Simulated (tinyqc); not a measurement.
Interface roughness in a thin film (subband fluctuation and scattering): sweeps and comparisons. A value that a table varies takes the place of the one given here.

Square well of width t, barriers V0, c = hbar^2/2m0: E1 solves k t + 2 atan[(k/mz)/(kappa/mb)] = pi, k = sqrt(mz E/c), kappa = sqrt(mb (V0 - E)/c). One interface is rough, so the subband edge fluctuates by G dt with G = |dE1/dt| (central difference of 0.01 angstrom; 2 E1/t for hard walls).

Gaussian roughness spectrum S(q) = pi D^2 Lc^2 exp(-q^2 Lc^2/4). Degenerate gas, taken to fill one subband (the second starts to fill once c kF^2/md exceeds E2 - E1, which is not tested here): kF = sqrt(2 pi Ns/gv), q = 2 kF sin(theta/2), 1/tau = (md/(2 pi c hbar)) G^2 times the integral from 0 to pi of S(q)(1 - cos theta)/eps(q)^2 dtheta, eps(q) = 1 + qs/q with screening (qs = gv md q0/(c eps), q0 = e^2/(4 pi eps0), form factors left out, which overstates the screening; other scattering is left out too, so these values lie far above measured mobilities in all but the thinnest films) or 1 without; mobility = tau c2/md with c2 = e/m0 = 1.75882e15 cm^2/(V s^2); 1e12/cm^2 = 1e-4/angstrom^2.

Constants: hbar^2/2m0 = 3.80998211 eV angstrom^2; hbar = 6.58211957e-16 eV s; e^2/(4 pi eps0) = 14.39964547 eV angstrom.

Inputs chosen for the exercise (near those of a thin Si channel on (100), two-fold valleys; not measured data):
- mz = 0.896 m0 (confinement mass)
- V0 = 3.15 eV (barrier)
- mb = 0.52 m0 (barrier mass)
- md = 0.192 m0 (mass in the plane)
- gv = 2 (valleys)
- D = 1.4 angstrom (rms height of the roughness)
- Lc = 24 angstrom (correlation length)
- Ns = 4.4 x 1e12/cm^2 (sheet density)
- eps = 7.5 (mean dielectric constant at the channel)
- ts = (16, 21, 26, 30, 38, 48, 63) angstrom (thicknesses)
- t = 30 angstrom (film thickness)
- Ll = (4, 8, 14, 22, 35, 55, 90) angstrom (correlation lengths)

## The sixth-power law

Screened mobility against thickness for the finite barrier and for hard walls.

Results:

| t (angstrom) | E1 (meV) | G (meV/angstrom) | mobility (cm^2/(V s)) | the same, hard walls |
|---|---|---|---|---|
| 16 | 132.6 | 14.859 | 9.47e+03 | 4.98e+03 |
| 21 | 80.8 | 7.087 | 4.16e+04 | 2.55e+04 |
| 26 | 54.4 | 3.913 | 1.37e+05 | 9.17e+04 |
| 30 | 41.6 | 2.615 | 3.06e+05 | 2.16e+05 |
| 38 | 26.5 | 1.334 | 1.18e+06 | 8.94e+05 |
| 48 | 16.9 | 0.681 | 4.51e+06 | 3.63e+06 |
| 63 | 10.0 | 0.309 | 2.19e+07 | 1.86e+07 |

What does this show, and why?

With hard walls G goes as 1/t^3 and the mobility as t^6. With the finite barrier the local exponent is 5.44 at the thin end and 5.81 at the thick end, since the envelope leaks out and softens the dependence. The least value is 9.47e+03 cm^2/(V s). The gate field, which also presses carriers to the interface, is left out. Below about 20 angstrom the effective-mass picture is itself doubtful. Up to t = 16 angstrom G D exceeds half of EF - E1, where the Born rate fails.

## Correlation length

Fixed D; bare and screened mobility.

Results:

| Lc (angstrom) | kF Lc | bare mobility (cm^2/(V s)) | screened mobility (cm^2/(V s)) |
|---|---|---|---|
| 4 | 0.15 | 3.61e+05 | 5.91e+06 |
| 8 | 0.30 | 9.49e+04 | 1.56e+06 |
| 14 | 0.52 | 3.55e+04 | 5.91e+05 |
| 22 | 0.82 | 1.91e+04 | 3.29e+05 |
| 35 | 1.30 | 1.49e+04 | 2.85e+05 |
| 55 | 2.04 | 2.17e+04 | 5.92e+05 |
| 90 | 3.35 | 4.30e+04 | 2.81e+06 |

How do the results move?

The bare mobility is lowest at Lc = 35 angstrom of those listed (kF Lc = 1.30). The screened mobility is lowest at Lc = 35 angstrom of those listed (kF Lc = 1.30). Short roughness averages out (mobility as 1/Lc^2; the first two rows give exponent -1.93), and long roughness deflects only by small angles (bare mobility rising as Lc; the last two rows give 1.39).

## What each parameter does

G, G D, and the screened mobility. Each row changes one parameter from the base and keeps the others.

Results:

| case | G (meV/angstrom) | G D (meV) | mobility (cm^2/(V s)) |
|---|---|---|---|
| base | 2.615 | 3.66 | 3.059e+05 |
| t = 36 angstrom | 1.557 | 2.18 | 8.628e+05 |
| D = 1.82 angstrom | 2.615 | 4.76 | 1.810e+05 |
| Lc = 32 angstrom | 2.615 | 3.66 | 2.772e+05 |
| Ns = 7.04 x 1e12/cm^2 | 2.615 | 3.66 | 3.140e+05 |
| mz = 1.03 m0 | 2.325 | 3.25 | 3.868e+05 |
| md = 0.221 m0 | 2.615 | 3.66 | 2.861e+05 |
| V0 = 2.2 eV | 2.529 | 3.54 | 3.270e+05 |
| eps = 9 | 2.615 | 3.66 | 2.342e+05 |

How do the results move?

The largest shifts from the base row, up to three for each result and ties (the steps differ in size, so this ranks the rows, not the parameters). G (meV/angstrom): t -1.058, mz -0.290, V0 -0.086; unchanged at the printed digits by D, Lc, Ns, md and eps. G D (meV): t -1.48, D +1.10, mz -0.41; unchanged at the printed digits by Lc, Ns, md and eps. mobility (cm^2/(V s)): t +5.57e+05, D -1.25e+05, mz +8.09e+04. In the base case G D is 0.13 times EF - E1 = 27.4 meV.

Run: tinyqc, `OMP_NUM_THREADS=1 python tinyqc.py 1281195 1281196 out.jsonl`; Intel(R) Xeon(R) Processor @ 2.30GHz, one thread, shared host; about 0.01 s of CPU time with all checks.
